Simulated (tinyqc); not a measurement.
Threshold spread from leakage statistics.

Question. VT is Gaussian with standard deviation s and Ioff goes as exp(-VT/(n Vt)), so Ioff is log-normal: mean/median = exp(w^2/2) with w = s/(n Vt). Find w, s, the relative standard deviation sqrt(exp(w^2) - 1) and the share of devices that leak more than the mean, erfc(w/(2 sqrt(2)))/2.

Inputs (values chosen for the exercise):
- T = 293 K (temperature)
- n = 1.29 (subthreshold factor)

Constants: q = 1.602176634e-19 C, kB = 1.380649e-23 J/K, Vt = kB T/q. Results are converted to the units shown.

mean/median of the off current = 1.4358152

Solution. w = sqrt(2 ln(mean/median)); the mean lies w/2 standard deviations out in ln Ioff.

w = 0.8506
s = 27.70 mV
relative standard deviation = 1.030
share above the mean = 33.53 %

tinyqc, about 0.01 s, one thread, Intel Xeon 2.30GHz (shared host): `OMP_NUM_THREADS=1 python tinyqc.py 2090035 2090036 out.jsonl`
